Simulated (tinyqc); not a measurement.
Capacitance measurement on a leaky thin oxide: effects of series resistance and leakage: two steps of the calculation.

The device is a capacitance C in parallel with a leakage conductance G, in series with Rs and Ls. An impedance meter reports either a parallel pair (Cp, Gp) from Y = 1/Z = Gp + i w Cp or a series pair (Cs, Rm) from Z = Rm + 1/(i w Cs); w = 2 pi f, dissipation D = Gp/(w |Cp|).

Values chosen for this exercise; values of the order met in thin-oxide MOS capacitors: relative permittivity of the gate insulator (close to silicon dioxide) eox = 3.9; insulator thickness tox = 2.9 nm; gate area A = 10000 um^2; oxide-equivalent thickness added by the accumulation layer zc = 0.46 nm; oxide-equivalent thickness added by gate depletion zp = 0 nm; gate leakage current density, not matched to the thickness Jg = 1.8 A/cm^2; voltage for an e-fold rise of the leakage Vs = 0.37 V; series resistance Rs = 13 ohm; series inductance Ls = 0 nH; measuring frequency f = 1e6 Hz.

Constants: eps0 = 8.8541878128e-14 F/cm where lengths are in cm. Results are converted to the units shown.

Problem 1. True capacitance and conductance. EOT = 3.9 tox/eox; CET = EOT + zc + zp; C = 3.9 eps0 A/CET; G = Jg A/Vs.

Find: EOT; CET; C; G.

Solution 1.

EOT = 2.900 nm
CET = 3.360 nm
C = 102.8 pF
G = 486.5 uS

Problem 2. What the meter reports. Z = Rs + i w Ls + 1/(G + i w C).

C = 102.77182 pF
G = 486.48649 uS

Give: Z; Cp; Gp; Cs; D.

Solution 2.

Z = 757.27-987.90i ohm
Cp = 101.48 pF
Gp = 488.75 uS
Cs = 161.10 pF
D = 0.76654

Cp is 1.3 % below C and Cs is 57 % above it; G Rs = 0.00632, w C Rs = 0.00839 and G/(w C) = 0.753.

tinyqc, about 0.01 s, one thread, Intel Xeon 2.30GHz (shared host): `OMP_NUM_THREADS=1 python tinyqc.py 2022176 2022177 out.jsonl`
